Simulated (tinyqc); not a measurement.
Capacitance of parallel on-chip lines from Laplace's equation on a mesh: one step of the calculation.

Cross-section of an endless row of equal lines between two grounded planes; neighbours are driven in antiphase (+1 V and -1 V), so the plane midway between two lines is at 0 V. By symmetry one quarter is solved: x runs from the centre of a line (column 0, mirror) to that midplane (column 3, 0 V), y from the mid-height of the line (row 0, mirror) to the ground plane (row 3, 0 V). The line fills columns 0 to 1 and rows 0 to 1 at 1 V. Cells beside the line (below row 1) have e2, cells above have e1. Each link between nodes has the conductance g = mean permittivity of the two cells beside it (a cell beyond a mirror counts as 0), and the free nodes obey sum g (V_neighbour - V) = 0.

Task. Link conductances. gx[j, i] joins node (row j, column i) to column i + 1, gy[j, i] to row j + 1.

Parameters, values chosen for the exercise: relative permittivity above and below the lines e1 = 3; relative permittivity between the lines e2 = 1.

Find: gx; gy.

Result.

gx:

|  | col 0 | col 1 | col 2 |
|---|---|---|---|
| row 0 | 0.5000 | 0.5000 | 0.5000 |
| row 1 | 2.000 | 2.000 | 2.000 |
| row 2 | 3.000 | 3.000 | 3.000 |
| row 3 | 1.500 | 1.500 | 1.500 |

gy:

|  | col 0 | col 1 | col 2 | col 3 |
|---|---|---|---|---|
| row 0 | 0.5000 | 1.000 | 1.000 | 0.5000 |
| row 1 | 1.500 | 3.000 | 3.000 | 1.500 |
| row 2 | 1.500 | 3.000 | 3.000 | 1.500 |

Numbers from tinyqc (`OMP_NUM_THREADS=1 python tinyqc.py 2790212 2790213 out.jsonl`; about 0.8 s on one thread of a shared Intel Xeon 2.30GHz).
